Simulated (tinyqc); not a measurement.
Worked calculation: interface roughness in a thin film (subband fluctuation and scattering). Values are carried at full precision from step to step, so a last printed digit may differ when a step is redone from the rounded ones.

Square well of width t, barriers V0, c = hbar^2/2m0: E1 solves k t + 2 atan[(k/mz)/(kappa/mb)] = pi, k = sqrt(mz E/c), kappa = sqrt(mb (V0 - E)/c). One interface is rough, so the subband edge fluctuates by G dt with G = |dE1/dt| (central difference of 0.01 angstrom; 2 E1/t for hard walls).

Constants: hbar^2/2m0 = 3.80998211 eV angstrom^2; e^2/(4 pi eps0) = 14.39964547 eV angstrom; hbar = 6.58211957e-16 eV s.

Inputs chosen for the exercise (near those of a thin Si channel on (100), two-fold valleys; the results hold for these values, not for the real material):
```
symbol  value  unit         meaning
t       28     angstrom     film thickness
mz      0.935  m0           confinement mass
V0      3.16   eV           barrier
mb      0.49   m0           barrier mass
D       2.8    angstrom     rms height of the roughness
md      0.185  m0           mass in the plane
gv      2                   valleys
Lc      40     angstrom     correlation length
Ns      2      x 1e12/cm^2  sheet density
eps     8                   mean dielectric constant at the channel
Lg      120    angstrom     gate length
Wg      150    angstrom     gate width
```

## Sensitivity of the level to thickness

Give E1, G, the hard-wall values and the rms fluctuation G D.

E1 = 45.74 meV
G = |dE1/dt| = 3.0836 meV/angstrom

hard walls: E1 (meV) and G (meV/angstrom): 51.297  3.664

G D = 8.63 meV

Hard walls overstate G by a factor 1.19, and the scattering rate, which goes as G^2, by 1.41.

## The angular integrand

Gaussian roughness spectrum S(q) = pi D^2 Lc^2 exp(-q^2 Lc^2/4). Degenerate gas, taken to fill one subband (the second starts to fill once c kF^2/md exceeds E2 - E1, which is not tested here): kF = sqrt(2 pi Ns/gv), q = 2 kF sin(theta/2), 1/tau = (md/(2 pi c hbar)) G^2 times the integral from 0 to pi of S(q)(1 - cos theta)/eps(q)^2 dtheta, eps(q) = 1 + qs/q with screening (qs = gv md q0/(c eps), q0 = e^2/(4 pi eps0), form factors left out, which overstates the screening; other scattering is left out too, so these values lie far above measured mobilities in all but the thinnest films) or 1 without; mobility = tau c2/md with c2 = e/m0 = 1.75882e15 cm^2/(V s^2); 1e12/cm^2 = 1e-4/angstrom^2.

kF, qs, and exp(-q^2 Lc^2/4)(1 - cos theta) without and with the factor 1/eps^2 at theta = 30, 60, ..., 180 degrees.

kF = 0.02507 1/angstrom
qs = 0.1748 1/angstrom

Integrand:
```
theta  q (1/angstrom)   bare  eps(q)  screened
30             0.0130  0.125   14.47  0.000598
60             0.0251  0.389    7.97   0.00612
90             0.0354  0.605    5.93    0.0172
120            0.0434  0.706    5.03    0.0279
150            0.0484  0.730    4.61    0.0344
180            0.0501  0.732    4.49    0.0364
```

kF Lc = 1.00: the roughness is short-ranged for these electrons, and back-scattering dominates.

## Scattering time and mobility

Integrate over theta.

Results:
```
case      integral  tau (fs)  mobility (cm^2/(V s))
bare         1.529     148.6                   1413
screened   0.05466      4158              3.953e+04
```

Screening raises the mobility by a factor 28.0. With it kF l = 163, so by this rate the carriers are far from localisation. G D = 8.6 meV is more than half of EF - E1 = 12.9 meV, though, which makes the Born rate doubtful.

## Threshold variation

Averaged over an area A = Lg Wg much larger than Lc^2, the thickness varies by D sqrt(pi Lc^2/A), so sigma(Vt) = G D Lc sqrt(pi/A)/e; the Pelgrom coefficient is sigma sqrt(A) (1 micrometre = 1e4 angstrom).

rms of the mean thickness = 1.480 angstrom
sigma(Vt) = 4.563 mV
coefficient = 0.0612 mV micrometre

The electrostatic effect of the thickness is left out. Lc is not small against the gate, so the averaging formula overstates the variation.

## Checks

- G from the envelope at the wall, psi(t/2)^2 (E1 + c mz (kappa/mb)^2), against the difference quotient, meV/angstrom: both 3.084.
- Bare integral for Lc -> 0 against pi: both 3.1416.

Computed by tinyqc, a small Python program: `OMP_NUM_THREADS=1 python tinyqc.py 1251520 1251521 out.jsonl` (the numbers bound the seed that draws the inputs); one thread of a shared host (Intel(R) Xeon(R) Processor @ 2.30GHz), about 0.01 s for the whole set of steps.
